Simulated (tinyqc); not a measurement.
# Bulk resistivity and mean free path from two films

Question. In the thick-film limit single-crystal films obey rho = rho0 (1 + 3 (1 - ps) lam/(8 d)). Find rho0, lam and the product rho0 lam.

Inputs (values chosen for the exercise): specular share of surface scattering ps = 0.1.

rho at d = 72 and 210 nm (uohm cm): 1.9640156  1.7576625

Solution. rho is a straight line in 1/d: the intercept is rho0 and the slope (3/8)(1 - ps) rho0 lam. Without ps only the product (1 - ps) lam could be found.

rho0 = 1.650 uohm cm
lam = 40.60 nm
rho0 lam = 66.99 uohm cm nm

Numbers from tinyqc (`OMP_NUM_THREADS=1 python tinyqc.py 2100008 2100009 out.jsonl`; about 0.01 s on one thread of a shared Intel Xeon 2.30GHz).
